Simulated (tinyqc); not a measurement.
Inside a calculation. Method: Hubbard ring of 4 sites. Computed by tinyqc, a small Python program that keeps every step. Settings: hopping = 1.88, U = 8.4, mixing = 1, iteration cap = 65. Command: `OMP_NUM_THREADS=1 python tinyqc.py 27358 27359 out.jsonl` (the two numbers bound the seeds that draw the settings). One thread of a shared host (Intel(R) Xeon(R) Processor @ 2.60GHz), about 0.3 s of CPU time with the checks. Later iterations appear only in the table of the cycle.

## Mean-field iteration 1

one-body matrix (hopping and site energies) (eV), lower triangle:
```
           1          2          3         4
1   0.000000
2  -1.880000   0.000000
3   0.000000  -1.880000   0.000000
4  -1.880000   0.000000  -1.880000  0.000000
```

U = 8.400000 eV

electrons, up and down: 2  2

mixing = 1

n(up) at the start (a guess, not normalised): 1 0.550000, 2 0.450000, 3 0.550000, 4 0.450000

n(down) at the start (a guess): 1 0.450000, 2 0.550000, 3 0.450000, 4 0.550000

H(up) = T + U n(down), H(down) = T + U n(up); fill the lowest levels; n(new) = n + mixing (n(out) - n); E = tr T (rho up + rho down) + U sum n_up n_down of the output.

levels, up (eV): 0.416615  3.780000  4.620000  7.983385

levels, down (eV): 0.416615  3.780000  4.620000  7.983385

energy = -1.665648 eV

n(up) after iteration 1: 1 0.777753, 2 0.222247, 3 0.777753, 4 0.222247

n(down) after iteration 1: 1 0.222247, 2 0.777753, 3 0.222247, 4 0.777753

## Mean-field iteration 2

As before.

levels, up (eV): -0.225050  1.866875  6.533125  8.625050

levels, down (eV): -0.225050  1.866875  6.533125  8.625050

energy = -2.888062 eV

n(up) after iteration 2: 1 0.881813, 2 0.118187, 3 0.881813, 4 0.118187

n(down) after iteration 2: 1 0.118187, 2 0.881813, 3 0.118187, 4 0.881813

## Mean-field iteration 3

As before.

levels, up (eV): -0.742059  0.992767  7.407233  9.142059

levels, down (eV): -0.742059  0.992767  7.407233  9.142059

energy = -3.031434 eV

n(up) after iteration 3: 1 0.912242, 2 0.087758, 3 0.912242, 4 0.087758

n(down) after iteration 3: 1 0.087758, 2 0.912242, 3 0.087758, 4 0.912242

## Convergence

Each step fills the lowest levels of T + U n(other spin) and sets n(new) = n + mixing (n(out) - n); stop when output and input agree to 1e-8.

Course of the cycle:

| iteration | E (eV) | largest \|n(out) - n(in)\| | mean \|n_up - n_down\| |
|---|---|---|---|
| 1 | -1.66564835 | 2.28e-01 | 0.555506 |
| 2 | -2.88806178 | 1.04e-01 | 0.763627 |
| 3 | -3.03143406 | 3.04e-02 | 0.824484 |
| 4 | -3.04053736 | 7.12e-03 | 0.838721 |
| 5 | -3.04099501 | 1.56e-03 | 0.841848 |
| 6 | -3.04101666 | 3.39e-04 | 0.842525 |
| 7 | -3.04101768 | 7.31e-05 | 0.842671 |
| 8 | -3.04101772 | 1.58e-05 | 0.842703 |
| 9 | -3.04101772 | 3.40e-06 | 0.842709 |
| 10 | -3.04101772 | 7.33e-07 | 0.842711 |
| 11 | -3.04101772 | 1.58e-07 | 0.842711 |
| 12 | -3.04101772 | 3.41e-08 | 0.842711 |
| 13 | -3.04101772 | 7.34e-09 | 0.842711 |

local moments n_up - n_down: 1 0.842711, 2 -0.842711, 3 0.842711, 4 -0.842711

Converged in 13 iterations. Before convergence this energy mixes input and output and is not variational, so it may rise towards its limit.

## Exact diagonalisation (36 states)

Lowest levels of the sector, and the double occupancy of the lowest state.

lowest levels (eV): -3.712753  -3.119274  -1.788120  -1.437162  -1.437162  0.000000

double occupancy per site = 0.064908

The mean-field solution above lies 0.6717 eV above the exact energy.

## The lowest level by Lanczos steps

From a random start vector (not printed): a_j = <q_j|H|q_j>, b_j = norm of the remainder after orthogonalising; the Ritz value is the lowest eigenvalue of the tridiagonal matrix of a and b so far.

Lanczos:

| j | a_j (eV) | b_j (eV) | lowest Ritz value (eV) |
|---|---|---|---|
| 1 | 8.676929 | 7.587382 | 8.67692908 |
| 2 | 8.305964 | 7.191179 | 0.90179761 |
| 3 | 6.714187 | 5.395100 | -2.47925248 |
| 4 | 10.856988 | 6.023978 | -3.17232078 |
| 5 | 8.631005 | 7.286395 | -3.37409955 |
| 6 | 6.952978 | 5.095357 | -3.58110022 |
| 7 | 9.946548 | 4.028278 | -3.68156138 |
| 8 | 10.580086 | 5.892690 | -3.69493260 |
| 9 | 4.759920 | 4.815510 | -3.70134494 |
| 10 | 9.018138 | 6.694592 | -3.70433252 |
